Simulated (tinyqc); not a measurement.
Plane-wave Kohn-Sham cycle with exchange-only LDA in a layered model solid, step by step. One step of it, computed by the program tinyqc.

Question. Iteration 1: potential. V_H(G) = 4 pi rho(G)/G^2 for G != 0 (uniform background); v_x = -(3 rho/pi)^(1/3); V = V_ext + V_H + v_x; Fourier components f(G_m) = (1/N) sum_j f(x_j) exp(-i G_m x_j).

A solid whose potential varies along x alone (atomic units):
```
parameter                      value
period a                    8.100000
cross-section of the cell  12.000000
electrons per cell                 4
grid points                       16
plane waves -n..n, n               3
k points                           1
V1 in V1 cos(2 pi x/a)     -0.310000
```

density at the start, on the grid x_j = j a/N (e/bohr^3): [0.04115226, 0.04115226, 0.04115226, 0.04115226, 0.04115226, 0.04115226, 0.04115226, 0.04115226, 0.04115226, 0.04115226, 0.04115226, 0.04115226, 0.04115226, 0.04115226, 0.04115226, 0.04115226]

Give: Potentials on the grid; V(G_m), m = 0, 1, 2, ....

Answer.

Potentials on the grid (hartree):
```
x         V_ext     V_H      v_x        V
0.0000  -0.3100  0.0000  -0.3400  -0.6500
0.5062  -0.2864  0.0000  -0.3400  -0.6264
1.0125  -0.2192  0.0000  -0.3400  -0.5592
1.5188  -0.1186  0.0000  -0.3400  -0.4586
2.0250        0  0.0000  -0.3400  -0.3400
2.5312   0.1186  0.0000  -0.3400  -0.2213
3.0375   0.2192  0.0000  -0.3400  -0.1208
3.5438   0.2864  0.0000  -0.3400  -0.0536
4.0500   0.3100  0.0000  -0.3400  -0.0300
4.5563   0.2864  0.0000  -0.3400  -0.0536
5.0625   0.2192  0.0000  -0.3400  -0.1208
5.5687   0.1186  0.0000  -0.3400  -0.2213
6.0750        0  0.0000  -0.3400  -0.3400
6.5812  -0.1186  0.0000  -0.3400  -0.4586
7.0875  -0.2192  0.0000  -0.3400  -0.5592
7.5938  -0.2864  0.0000  -0.3400  -0.6264
```

V(G_m), m = 0, 1, 2, ... (hartree): [-0.3400, -0.1550, 0.0000, 0.0000, 0.0000, 0.0000, 0.0000]
